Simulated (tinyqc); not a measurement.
# Resistance of a tapered via with liner, size effect and interface: several studies

A round via whose diameter grows from db at the bottom as D(z) = db + 2 z/tan(ang). The fill, of diameter D - 2 tl, starts above the bottom liner (thickness fb tl) and has rho = rho0 (1 + ks lam/(D - 2 tl)); the sidewall liner conducts in parallel with it. The bottom liner and the interface are crossed over the full area pi db^2/4. Spreading in the lines above and below is left out.

Parameters, values chosen for the exercise; fill metal close to ruthenium: diameter at the bottom db = 16 nm; height hv = 39 nm; sidewall angle ang = 86 degrees; bulk resistivity of the fill rho0 = 7.86 uohm cm; mean free path of the fill lam = 6.56 nm; size-effect factor ks = 1.5; liner on the sidewall tl = 0.2 nm; liner at the bottom over that on the sidewall fb = 0.5; resistivity of the liner rl = 230 uohm cm; interface resistivity at the bottom ri = 5.9e-12 ohm cm^2; ballistic conductance per area, about 3/(4 rho0 lam) Sb = 1.5e15 S/m^2; bulk resistivity of the second fill (close to tungsten) rho2 = 5.29 uohm cm; its mean free path lam2 = 15.5 nm; its liner tl2 = 2.5 nm.

Each table varies one quantity; the others keep the values above.

## Via resistance against the diameter at the bottom

Slices between z0 = fb tl and hv, evaluated at their midpoints: conductance per length pi/4 [(D - 2 tl)^2/rho + (D^2 - (D - 2 tl)^2)/rl], slice resistance = slice height over that. 2000 slices. R_fill = sum of the slices; R_bottom = rl fb tl/(pi db^2/4); R_interface = ri/(pi db^2/4); ballistic (Sharvin) limit 1/(Sb pi (db - 2 tl)^2/4); ideal cylinder rho0 hv/(pi db^2/4).

Via resistance against the diameter at the bottom:
```
db (nm),R_fill (ohm),R_bottom (ohm),R_interface (ohm),R (ohm),ballistic limit (ohm),R over ideal cylinder,largest part
6,144.3,8.135,20.87,173.3,27.07,1.598,fill
8.3,72.89,4.251,10.90,88.04,13.60,1.554,fill
11,40.28,2.420,6.208,48.91,7.555,1.516,fill
16,18.30,1.144,2.934,22.38,3.488,1.468,fill
22,9.368,0.6051,1.552,11.53,1.819,1.429,fill
30,4.894,0.3254,0.8347,6.054,0.9688,1.396,fill
42,2.429,0.1660,0.4259,3.021,0.4905,1.365,fill
58,1.246,0.08705,0.2233,1.556,0.2558,1.342,fill
80,0.6434,0.04576,0.1174,0.8066,0.1340,1.323,fill
```

R falls from 173 to 0.807 ohm. The fill is the largest part at db = 6 and in all other rows. R goes as db^(-2.09) between the first two rows and db^(-2.04) between the last two; area alone gives -2.

## Via resistance against the height

Same model as above.

2000 slices.

The same in every row: R_bottom (ohm) = 1.144; R_interface (ohm) = 2.934; ballistic limit (ohm) = 3.488.

Results:
```
hv (nm),R_fill (ohm),R (ohm),R over ideal cylinder,largest part
9.6,5.754,9.833,2.620,fill
14,8.073,12.15,2.220,fill
29,14.72,18.79,1.658,fill
42,19.27,23.34,1.422,fill
61,24.52,28.59,1.199,fill
88,30.05,34.12,0.9919,fill
130,35.93,40.01,0.7873,fill
```

Estimate the missing row, hv = 20 nm.

Computed row:
```
hv (nm),R_fill (ohm),R (ohm),R over ideal cylinder,largest part
20,10.94,15.02,1.921,fill
```

With this row back in the table: R rises from 9.83 to 40.0 ohm. The fill is the largest part at hv = 9.6 and in all other rows. The share of the two bottom terms goes from 41.5 to 10.2 %. For hv = 9.6 the ballistic limit exceeds half of R_fill, so the diffusive model understates R.

## Two fill metals against the diameter

2000 slices. R_fill = sum of the slices; R_bottom = rl fb tl/(pi db^2/4); R_interface = ri/(pi db^2/4). The second fill has rho2, lam2 and tl2 in place of rho0, lam and tl.

Results:
```
db (nm),"R, first fill (ohm)","R, second fill (ohm)",ratio second/first
8.5,83.775,363.03,4.3334
17,19.718,45.123,2.2884
24,9.6185,18.671,1.9412
35,4.4009,7.6206,1.7316
49,2.2000,3.5677,1.6217
70,1.0593,1.6407,1.5489
100,0.51209,0.76940,1.5025
```

Estimate the missing row, db = 12 nm.

Computed row:
```
db (nm),"R, first fill (ohm)","R, second fill (ohm)",ratio second/first
12,40.785,120.90,2.9644
```

With this row back in the table: The ratio goes from 4.33 to 1.50. The first fill gives the lower R in every row.

Program tinyqc, `OMP_NUM_THREADS=1 python tinyqc.py 2750080 2750081 out.jsonl`; Intel Xeon 2.30GHz, shared host, one thread, about 0.01 s.
